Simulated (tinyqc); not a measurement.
Front-illuminated p-i-n photodiode, quantum efficiency and bandwidth: two steps of the calculation.

Light enters through a p layer (0 to xp), a depleted layer (xp to xp + wi) and a thick n substrate, decaying as exp(-al x); one pass, no back reflection. Carriers made in the depleted layer are all collected; those in the neutral layers diffuse.

Inputs (values chosen for the exercise); values close to those of silicon at this wavelength: wavelength lam = 1000 nm; absorption coefficient al = 63.1 1/cm; reflectance of the front face Rf = 0.02; relative permittivity eps_r = 12.2; thickness of the front p layer xp = 0.19 um; thickness of the depleted layer wi = 60 um; electron diffusion coefficient in the p layer Dn = 11 cm^2/s; electron diffusion length in the p layer Ln = 6 um; recombination velocity of the front surface S = 2e6 cm/s; hole diffusion length in the thick n substrate Lp = 9.5 um; electron drift velocity ve = 1.01e7 cm/s; hole drift velocity vh = 7.11e6 cm/s; diameter dia = 21 um; load resistance RL = 50 ohm; parasitic capacitance Cp = 5 fF; modulation frequency f = 0.59 GHz.

Constants: q = 1.602176634e-19 C, h = 6.62607015e-34 J s, c = 299792458 m/s, eps0 = 8.8541878128e-14 F/cm where lengths are in cm. Results are converted to the units shown.

Task 1. Quantum efficiency. k = al Ln, s = S Ln/Dn, e = exp(-al xp); front layer f1 = (k/(k^2 - 1)) {[s + k - e (s cosh(xp/Ln) + sinh(xp/Ln))]/[s sinh(xp/Ln) + cosh(xp/Ln)] - k e}; depleted layer f2 = e (1 - exp(-al wi)); substrate f3 = e exp(-al wi) al Lp/(1 + al Lp); external efficiency (1 - Rf)(f1 + f2 + f3); responsivity = efficiency q lam/(h c).

Wanted: s; f1; f2; f3; external efficiency; responsivity.

Result 1.

s = 109.1
f1 = 7.334e-4
f2 = 0.3148
f3 = 0.03868
external efficiency = 0.3471
responsivity = 0.2800 A/W

The front layer absorbs 0.120 % of the light that enters and collects 61.2 % of that. Diffusion from the neutral layers makes up 11.1 % of the current.

Task 2. Response at one frequency. Drift response for pairs made in the depleted layer, a = al wi, g = 1 - exp(-a), u = 2 pi i f, te = wi/ve, th = wi/vh: electrons He = [g - a (exp(-a) - exp(-u te))/(u te - a)]/(u te g), holes Hh = [g - a (1 - exp(-a - u th))/(a + u th)]/(u th g); C = eps0 eps_r pi (dia/2)^2/wi + Cp; total |He + Hh|/sqrt(1 + (2 pi f RL C)^2), for the current of the depleted layer alone.

Wanted: te; th; He; Hh; |He + Hh|; C; total response.

Result 2.

te = 594.1 ps
th = 843.9 ps
He = 0.3401-0.3126i
Hh = 0.2037-0.2939i
|He + Hh| = 0.8146
C = 5.624 fF
total response = 0.8146

The drift response alone falls to 1/sqrt(2) at 0.769 GHz and the RC term alone at 566 GHz; together they give 0.769 GHz.

Program tinyqc, `OMP_NUM_THREADS=1 python tinyqc.py 2250031 2250032 out.jsonl`; Intel Xeon 2.30GHz, shared host, one thread, about 0.01 s.
